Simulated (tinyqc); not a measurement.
Inside a calculation. Model: p-type polysilicon, carrier trapping at grain boundaries.

Program tinyqc, `OMP_NUM_THREADS=1 python tinyqc.py 2830312 2830313 out.jsonl`; Intel Xeon 2.30GHz, shared host, one thread, about 0.01 s. Printed values are rounded.

One-dimensional grains of size Lg, uniform ionised doping N, monovalent traps Qt at each boundary at a depth Et below (for electrons) or above (for holes) the band edge there, abrupt depletion of width W on each side of a boundary, Boltzmann statistics. xi is the distance from the band edge at the grain centre to the Fermi level. Trapped charge Qt/(1 + exp((xi + VB - Et)/Vt)) = 2 N W, barrier VB = q N W^2/(2 eps0 eps_r).

Values chosen for this exercise; values of the order met in polycrystalline silicon: temperature T = 350 K; relative permittivity eps_r = 11.7; valence-band density of states at T NB = 3.34e19 cm^-3; grain size Lg = 31 nm; trap density of a grain boundary Qt = 9.7e11 cm^-2; depth of the trap level from the majority band edge at the boundary Et = 0.34 eV; mass for thermionic emission ms = 0.54 m0; correction factor of the emission rate fe = 0.12; doping N = 6.6e16 cm^-3.

Constants: q = 1.602176634e-19 C, kB = 1.380649e-23 J/K, m0 = 9.1093837015e-31 kg, Vt = kB T/q, eps0 = 8.8541878128e-14 F/cm where lengths are in cm. Results are converted to the units shown.

Range of the model: VB is below Vt, where abrupt depletion and thermionic emission are rough.

## Depletion width, Fermi level and barrier

If the trap equation with xi = Vt ln(NB/N) has a root W < Lg/2, the grain is partly depleted; otherwise W = Lg/2 and the trap equation gives xi = Et - VB + Vt ln(Qt/(N Lg) - 1). N* = Qt/Lg.

N* = 3.12903e17 cm^-3
W = 15.5 nm
xi = 0.367530 V
VB = 0.0122618 V
share of traps filled = 0.210928

N is 0.211 N*, and the grain is fully depleted; VB = 0.407 Vt.

## Resistivity and effective mobility

n0 = NB exp(-xi/Vt); mean density n0 (1 - 2 W/Lg) by charge balance in a partly depleted grain, and n0 (sqrt(pi)/2) erf(u)/u with u = sqrt(VB/Vt) in a fully depleted one; v = sqrt(kB T/(2 pi ms m0)); barrier resistivity Vt exp(VB/Vt)/(q fe n0 v Lg); grain resistivity (1 - 2 W/Lg)/(q n0 mug); effective mobility 1/(q mean density total resistivity).

n0 = 1.70428e14 cm^-3
mean density = 1.49897e14 cm^-3
v = 3.95407e6 cm/s
barrier resistivity = 1127.62 ohm cm
grain resistivity = 0.00000 ohm cm
resistivity = 1127.62 ohm cm
effective mobility = 36.9261 cm^2/(V s)

The resistivity is 918 times that of a single crystal with the same N and mobility mug, and the mean density is 0.227 % of N.
